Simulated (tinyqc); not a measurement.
# Changing the line length L

Model: electromigration in a confined line: Blech product, Korhonen stress evolution and Black's law. Computed by tinyqc, a small Python program. Command: `OMP_NUM_THREADS=1 python tinyqc.py 3030925 3030926 out.jsonl emigr sweep`. One thread of a shared host (Intel(R) Xeon(R) Processor @ 2.30GHz), about 0.01 s of CPU time with the checks.

The electron wind pushes atoms from the cathode (x = 0) to the anode (x = L); blocking ends build a back stress (tension positive). The input rho is taken not to change with temperature. d sigma/dt = d/dx [kappa (d sigma/dx + G)], with zero flux at both ends and sigma = sigma_0 at t = 0.

Inputs (values chosen for the exercise, close to those used for copper lines):
```
quantity                      value          unit
resistivity rho                2.55  micro-ohm cm
atomic volume Omega            11.8    angstrom^3
effective charge number Z*      1.5             -
prefactor D0                5.3e-08         m^2/s
activation energy E           0.879            eV
effective modulus B              28           GPa
critical stress sigma_c         170           MPa
initial stress sigma_0           58           MPa
current density j              0.58       MA/cm^2
test temperature T              310             C
```

Start: thermal stress.

Constants: e = 1.602176634e-19 C; k_B = 8.617333262e-05 eV/K; k_B = 1.380649e-23 J/K.

Method:
- G = Z* e rho j/Omega; D = D0 exp(-E/(k_B T)); kappa = D B Omega/(k_B T); drift velocity of an unconfined line v = D Z* e rho j/(k_B T). SI: 1 micro-ohm cm = 1e-8 ohm m, 1 MA/cm^2 = 1e10 A/m^2.
- Temperatures in kelvin are T(C) + 273.15.
- At steady state sigma(x) = sigma_0 + G (L/2 - x). A void forms only if the cathode stress reaches sigma_c, that is if j L exceeds (j L)_c = 2 Omega (sigma_c - sigma_0)/(Z* e rho). Time scale tau = L^2/kappa.
- sigma(x, t) = sigma_0 + G L [1/2 - x/L - 4 sum_(m odd) cos(m pi x/L) exp(-m^2 pi^2 s)/(m pi)^2], s = t/tau, summed to m = 399.
- Solve sigma(0, t) = sigma_c for s; the semi-infinite estimate is t = (pi/kappa) ((sigma_c - sigma_0)/(2 G))^2.

One run for each value:
```
line length L (um)  nucleation time (h)  semi-infinite estimate (h)  j L (A/cm)  steady cathode stress (MPa)
80                               7.9913                      5.4778        4640                       178.49
130                              5.5231                      5.4778        7540                       253.79
200                              5.4779                      5.4778       11600                       359.22
320                              5.4778                      5.4778       18560                       539.96
500                              5.4778                      5.4778       29000                       811.06
```

Describe and explain the trends.

Over the rows, nucleation time (h) falls from 7.99 to 5.48, flat over part of the range. At the high end the exponent of nucleation time is 0.00, close to 0: the far end is not felt. The ratio of nucleation time to semi-infinite estimate falls from 1.46 to 1.00: short lines feel the back stress, and the time diverges as j L approaches the critical product. Lines below it form no void. Left out: 8.00, 13.0, 20.0, 32.0, 50.0 (a listed quantity is not defined there).

Caution (all rows): a steady stress above sigma_c is formal, since a void forms first.
